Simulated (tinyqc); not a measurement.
Coherent transport through a tight-binding region between two chains, step by step. Computed by tinyqc, a small Python program that keeps every step. Settings: temperature = 77, mu = 0.08. Command: `OMP_NUM_THREADS=1 python tinyqc.py 21101 21102 out.jsonl` (the two numbers bound the seeds that draw the settings). One thread of a shared host (Intel(R) Xeon(R) Processor @ 2.60GHz), about 0.08 s of CPU time with the checks.

## Transmission at E = -0.43 eV

H of the central region (eV), lower triangle:
```
         1        2        3        4        5       6
1   0.0000
2  -1.9900   0.0000
3   0.0000  -1.9900   0.0000
4   0.0000   0.0000  -1.9900   0.0000
5   0.0000   0.0000   0.0000  -1.9900   0.0000
6  -1.9900   0.0000   0.0000   0.0000  -1.9900  0.0000
```

Leads: semi-infinite chains with site energy 0:
```
parameter                           value
lead hopping t (eV)              1.780000
coupling to the left lead (eV)   0.320000
coupling to the right lead (eV)  0.260000
left contact site                       1
right contact site                      6
```

E = -0.4300 eV

Surface Green function g = (E - i sqrt(4 t^2 - E^2)) / (2 t^2); self-energy tc^2 g on each contact site; G = (E - H - Sigma)^(-1); Gamma = -2 Im Sigma; T = Gamma_L Gamma_R |G_LR|^2; local density of states -Im G_ii / pi.

g = -0.0679-0.5577i 1/eV

G (1/eV), lower triangle:
```
                 1                2                3                4
1   0.0847-0.0030i
2   0.2603-0.0010i   0.0846-0.0039i
3  -0.0285+0.0028i   0.2605+0.0001i   0.0847-0.0027i
4  -0.2664+0.0016i  -0.0283+0.0039i   0.2603-0.0007i   0.0846-0.0041i
5  -0.0291-0.0024i  -0.2666+0.0007i  -0.0285+0.0026i   0.2605-0.0002i
6   0.2601-0.0021i  -0.0293-0.0038i  -0.2665+0.0013i  -0.0283+0.0040i

                5               6
5  0.0848-0.0026i
6  0.2604-0.0004i  0.0845-0.0041i
```

local density of states (1/eV): 0.0009  0.0012  0.0009  0.0013  0.0008  0.0013

transmission = 0.0006

## Transmission across the band

The same steps on a grid of energies.

T(E):
```
E (eV)            T
-3.382000  3.89e-05
-3.043800  1.44e-05
-2.705600  6.83e-06
-2.367400  4.08e-04
-2.029200    0.1798
-1.691000    0.0030
-1.352800    0.0012
-1.014600    0.0008
-0.676400    0.0006
-0.338200    0.0006
0.000000     0.0006
0.338200     0.0006
0.676400     0.0006
1.014600     0.0008
1.352800     0.0012
1.691000     0.0030
2.029200     0.1798
2.367400   4.08e-04
2.705600   6.83e-06
3.043800   1.44e-05
3.382000   3.89e-05
```

levels of the isolated region (eV): -3.9800  -1.9900  -1.9900  1.9900  1.9900  3.9800

## Current

I = (2e/h) int T(E) [f(E - mu - V/2) - f(E - mu + V/2)] dE at 77 K with mu = 0.08 eV, the bias not changing H; 2e^2/h = 77.48092 microsiemens; the integral runs over the band on 4001 points.

Current:
```
V (volt)  I (microampere)
0.0100           4.28e-04
0.0500             0.0021
0.1000             0.0043
0.2000             0.0086
0.4000             0.0172
0.8000             0.0348
```
